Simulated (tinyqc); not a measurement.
Worked calculation: harmonic frequencies on the PBE/sto-3g surface (energies and gradients from PySCF), for BeH2, spin multiplicity 1. Computed by tinyqc, a small Python program that keeps every step (integrals from PySCF). Settings: charge = 0, multiplicity = 1, basis = sto-3g, functional = pbe,pbe, delta = 0.01. Command: `OMP_NUM_THREADS=1 python tinyqc.py 22449 22450 out.jsonl` (the two numbers bound the seeds that draw the settings). One thread of a shared host (Intel(R) Xeon(R) Processor @ 2.60GHz), about 8 s of CPU time with the checks.

## One row of the Hessian: 3Hy

optimised positions (bohr):
```
           x        y        z
1Be  -0.0573  -0.0706   0.0015
2H   -0.0457   2.4130  -0.0782
3H   -0.0690  -2.5541   0.0805
```

gradient at +delta (hartree/bohr):
```
             x          y          z
1Be  -0.000007  -0.002066   0.000072
2H   -0.000001   0.000035  -0.000004
3H    0.000008   0.002031  -0.000067
```

gradient at -delta (hartree/bohr):
```
             x          y          z
1Be   0.000010   0.002008  -0.000047
2H    0.000000  -0.000009  -0.000009
3H   -0.000010  -0.001998   0.000055
```

Displace 3Hy by +/-0.01 bohr; H(k, :) = (g(+) - g(-)) / (2 delta).

row of the Hessian (hartree/bohr^2): 1Bex -0.000877, 1Bey -0.203706, 1Bez 0.005933, 2Hx -0.000031, 2Hy 0.002236, 2Hz 0.000205, 3Hx 0.000908, 3Hy 0.201470, 3Hz -0.006138

## Hessian by finite differences

All rows are made in the same way, and the matrix is symmetrised.

Hessian (symmetrised) (hartree/bohr^2), lower triangle:
```
           1Bex       1Bey       1Bez        2Hx        2Hy       2Hz        3Hx        3Hy
1Bex   0.034853
1Bey   0.001748   0.407391
1Bez  -0.000056  -0.011903   0.035226
2Hx   -0.017432  -0.000870   0.000028   0.008728
2Hy   -0.000871  -0.203685   0.005971   0.000901   0.201449
2Hz    0.000028   0.005976  -0.017618  -0.000029  -0.006181  0.008917
3Hx   -0.017429  -0.000878   0.000028   0.008709  -0.000030  0.000001   0.008724
3Hy   -0.000877  -0.203706   0.005931  -0.000031   0.002236  0.000206   0.000908   0.201470
3Hz    0.000028   0.005928  -0.017612   0.000001   0.000209  0.008703  -0.000029  -0.006137

          3Hz
3Hz  0.008911
```

## Normal modes

masses (u): 1Be 9.0122, 2H 1.0078, 3H 1.0078

Diagonalise H_ij / sqrt(m_i m_j); the 5 smallest eigenvalues belong to translations and rotations; wavenumber = sqrt(eigenvalue / 1822.888) x 219474.63; each mode has its largest component positive (the first on a tie); zero-point energy = sum of wavenumbers / 2, with 349.755 1/cm per kcal/mol.

eigenvalues of the mass-weighted Hessian (hartree/(bohr^2 u)): 0.0000  0.0000  0.0000  0.0000  0.0000  0.0212  0.0212  0.1979  0.2476

harmonic wavenumbers of the vibrations (1/cm): 747.7  747.8  2286.7  2557.6

mass-weighted modes:
```
       mode 1   mode 2   mode 3   mode 4
1Bex  -0.0064  -0.4274   0.0000  -0.0020
1Bey  -0.0136   0.0022  -0.0001  -0.4273
1Bez  -0.4272   0.0064   0.0001   0.0137
2Hx    0.0096   0.6392   0.0033   0.0030
2Hy    0.0205  -0.0033   0.7069   0.6387
2Hz    0.6389  -0.0095  -0.0227  -0.0205
3Hx    0.0096   0.6391  -0.0033   0.0030
3Hy    0.0203  -0.0033  -0.7066   0.6390
3Hz    0.6388  -0.0095   0.0225  -0.0203
```

zero-point energy = 9.0633 kcal/mol
